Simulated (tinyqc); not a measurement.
Inputs raised by 5 %, one at a time: low-temperature mobility of a two-dimensional electron gas with static screening. Computed by tinyqc, a small Python program. Command: `OMP_NUM_THREADS=1 python tinyqc.py 3030422 3030423 out.jsonl twodeg sens`. One thread of a shared host (Intel(R) Xeon(R) Processor @ 2.30GHz), about 0.08 s of CPU time with the checks.

One subband is filled, the gas is degenerate and scatters at the Fermi circle; one permittivity serves on both sides of the interface. All formulas are in SI units, masses times m_0. Piezoelectric and polar phonons are left out, and n_s is taken as set by a gate, independent of N_i.

Inputs (values chosen for the exercise, modelled on an InAs channel):
```
quantity                                        value    unit
in-plane mass m                                0.0294     m_0
mass across the layer m_z                      0.0289     m_0
permittivity eps                                   15       -
valley degeneracy g_v                               1       -
sheet density n_s                             4.1e+12  1/cm^2
depletion charge N_d                          5.2e+10  1/cm^2
roughness height Delta                            0.4      nm
correlation length Lambda                         3.1      nm
remote charge density N_i                     1.3e+12  1/cm^2
distance d of the charges from the interface      4.2      nm
density rho                                      5680  kg/m^3
sound velocity v_l                               4250     m/s
deformation potential D_A                         7.4      eV
temperature T                                     4.2       K
```

Wave function: Fang-Howard. Roughness spectrum: exponential.

Constants: m_0 = 9.1093837015e-31 kg; e = 1.602176634e-19 C; eps_0 = 8.8541878128e-12 F/m; hbar = 1.054571817e-34 J s; k_B = 1.380649e-23 J/K.

Method:
- k_F = sqrt(2 pi n_s/g_v); E_F = hbar^2 k_F^2/(2 m); q_TF = g_v m e^2/(2 pi eps eps_0 hbar^2); Fang-Howard parameter b = [12 m_z e^2 (N_d + 11 n_s/32)/(eps eps_0 hbar^2)]^(1/3), mean depth 3/b; effective field F = e (N_d + n_s/2)/(eps eps_0).
- Form factors with u = q/b: screening G(q) = [1 + 9u/8 + 3u^2/8]/(1 + u)^3, remote charge P(q) = exp(-q d)/(1 + u)^3. Dielectric function eps(q) = 1 + q_TF G(q)/q, with q = 2 k_F sin(theta/2).
- Roughness: <|U|^2> = (e F)^2 S(q), S = pi Delta^2 Lambda^2/(1 + q^2 Lambda^2/2)^(3/2).
- 1/tau_t = (m/(pi hbar^3)) int_0^pi (1 - cos theta) <|U|^2>/eps(q)^2 dtheta; the quantum rate 1/tau_q drops the factor (1 - cos theta); 200 Gauss-Legendre points in s with theta = pi s^2, s from 0 to 1; mu = e tau_t/m.
- Remote charges: <|U|^2> = N_i [e^2 P(q)/(2 eps eps_0 q)]^2.
- Unscreened deformation potential in equipartition: 1/tau = m D_A^2 k_B T I/(rho v_l^2 hbar^3), I = int |psi|^4 dz = 3 b/16 for the Fang-Howard function (used for both wave-function options); mu = e tau/m. Bloch-Grueneisen temperature T_BG = 2 hbar v_l k_F/k_B.
- At the Fermi circle the rates add, so 1/mu is the sum; sheet resistance 1/(n_s e mu); mean free path hbar k_F mu/e; the quantum time adds the rates 1/tau_q, with the isotropic acoustic rate e/(m mu).

Runs; columns: (1) input moved; (2) from; (3) to; (4) mobility mu (cm^2/(V s)); (5) roughness mobility (cm^2/(V s)); (6) Dingle ratio tau_t/tau_q; (7) sheet resistance (ohm):
```
(1)                                                    (2)        (3)         (4)         (5)     (6)     (7)
base run                                                 -          -  2.4436e+05  2.8180e+05  36.265  6.2297
in-plane mass m (m_0)                               0.0294    0.03087  2.2328e+05  2.5635e+05  34.074  6.8179
sheet density n_s (1/cm^2)                         4.1e+12  4.305e+12  2.3629e+05  2.6896e+05  34.487  6.1358
depletion charge N_d (1/cm^2)                      5.2e+10   5.46e+10  2.4383e+05  2.8111e+05  36.194  6.2434
correlation length Lambda (nm)                         3.1      3.255  2.4516e+05  2.8286e+05  36.437  6.2095
distance d of the charges from the interface (nm)      4.2       4.41  2.4570e+05  2.8180e+05  36.040  6.1957
deformation potential D_A (eV)                         7.4       7.77  2.4421e+05  2.8180e+05  36.243  6.2336
temperature T (K)                                      4.2       4.41  2.4429e+05  2.8180e+05  36.254  6.2316
```

Exponents ln(y'/y) / ln(x'/x):
```
input                                         mobility mu  roughness mobility  Dingle ratio tau_t/tau_q  sheet resistance
in-plane mass m                                    -1.849              -1.940                    -1.277             1.849
sheet density n_s                                  -0.689              -0.956                    -1.030            -0.311
depletion charge N_d                               -0.045              -0.050                    -0.040             0.045
correlation length Lambda                           0.067               0.077                     0.097            -0.067
distance d of the charges from the interface        0.112               0.000                    -0.127            -0.112
deformation potential D_A                          -0.013               0.000                    -0.012             0.013
temperature T                                      -0.006               0.000                    -0.006             0.006
```

To which inputs is each result most sensitive?

Among the inputs moved here: mobility mu answers most in size to in-plane mass m (exponent -1.849), next to sheet density n_s (-0.689). Roughness mobility answers most in size to in-plane mass m (exponent -1.940), next to sheet density n_s (-0.956); its exponent is below 0.0005 for distance d of the charges from the interface, deformation potential D_A, temperature T. Dingle ratio tau_t/tau_q answers most in size to in-plane mass m (exponent -1.277), next to sheet density n_s (-1.030). Sheet resistance answers most in size to in-plane mass m (exponent +1.849), next to sheet density n_s (-0.311).

Caution (all rows): E_F exceeds 100 meV in a band of small mass, where non-parabolicity and upper valleys, left out here, matter. Caution (all rows): E_F exceeds 1.1 (hbar^2 e^2 F^2/2 m_z)^(1/3), of the order of the first subband spacing (1.75 times that in a triangular well, less with self-consistent band bending), so a second subband may fill. Caution (all rows): T is below the Bloch-Grueneisen temperature T_BG, so equipartition fails: the acoustic mobility is only a lower bound and the acoustic share of 1/mu is overstated.
